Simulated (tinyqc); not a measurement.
Trap spacing and activation energy from three currents.

Inverse problem. In its exponential range, without heating, an amorphous layer of thickness ua passes I = (I0/2) exp[-(Ea - q V dz/(2 ua))/kB T]. Find dz, Ea and I0.

Parameters, values chosen for the exercise: amorphous thickness ua = 33 nm.

Constants: q = 1.602176634e-19 C, kB = 1.380649e-23 J/K. Results are converted to the units shown.

I at (0.33 V, 300 K), (0.5 V, 300 K) and (0.5 V, 340 K) (nA): [9722.3376, 14774.342, 38102.659]

Solution. The two voltages give dz/ua, the two temperatures the lowered barrier.

dz = 4.20 nm
Ea = 0.240 eV
I0 = 92.9 mA

tinyqc, about 0.01 s, one thread, Intel Xeon 2.30GHz (shared host): `OMP_NUM_THREADS=1 python tinyqc.py 2490111 2490112 out.jsonl`
